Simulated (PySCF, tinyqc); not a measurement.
MP2 on RHF in the sto-3g basis, for H4, spin multiplicity 1, step by step. The lowest restricted solution is unstable here: a spin-polarised one lies 0.0364 hartree lower (PySCF). One step of it, computed by the program tinyqc.

Question. Second-order Moller-Plesset energy. E2 = sum_ijab (ia|jb) [2 (ia|jb) - (ib|ja)] / (e_i + e_j - e_a - e_b) over occupied i, j and virtual a, b; the opposite-spin part is (ia|jb)^2 / denominator, the rest is same-spin, and SCS-MP2 scales them by 6/5 and 1/3.

orbital energies (hartree): MO1 -0.568577, MO2 -0.318974, MO3 0.184035, MO4 0.693125

Two-electron integrals over orbitals (pq|rs), unique and non-zero (hartree):
```
(11|11) 0.490866    (21|21) 0.135315    (22|11) 0.397151    (22|22) 0.425798
(31|11) -0.092424   (31|22) 0.020215    (31|31) 0.104685    (32|21) 0.103279
(32|32) 0.161074    (33|11) 0.408733    (33|22) 0.424001    (33|31) 0.007743
(33|33) 0.439362    (41|21) 0.049467    (41|32) -0.047072   (41|41) 0.108085
(42|11) 0.090302    (42|22) -0.011494   (42|31) -0.096006   (42|33) -0.013286
(42|42) 0.101312    (43|21) -0.132035   (43|32) -0.106346   (43|41) -0.048317
(43|43) 0.142780    (44|11) 0.513053    (44|22) 0.422514    (44|31) -0.094649
(44|33) 0.436302    (44|42) 0.098372    (44|44) 0.563605
```

Hartree-Fock energy = -1.98804517 hartree

Give: Terms; Pair energies; MP2 correlation energy; SCS-MP2 correlation energy; MP2 total energy.

Answer.

Terms:
```
i  j  a  b  (ia|jb)  (ib|ja)  denominator      term
2  2  3  3   0.1611   0.1611      -1.0060   -0.0258
2  1  4  3  -0.0960  -0.0471      -1.7647   -0.0079
1  2  3  4  -0.0960  -0.0471      -1.7647   -0.0079
1  1  3  3   0.1047   0.1047      -1.5052   -0.0073
2  2  4  4   0.1013   0.1013      -2.0242   -0.0051
1  1  4  4   0.1081   0.1081      -2.5234   -0.0046
2  1  3  4  -0.0471  -0.0960      -1.7647  4.96e-05
1  2  4  3  -0.0471  -0.0960      -1.7647  4.96e-05
```

Pair energies (hartree; pair i-j sums ij and ji):
```
pair  opposite spin  same spin
1-1         -0.0119     0.0000
2-1         -0.0130    -0.0027
2-2         -0.0309     0.0000
```

MP2 correlation energy = -0.058441 hartree

SCS-MP2 correlation energy = -0.067778 hartree

MP2 total energy = -2.046487 hartree
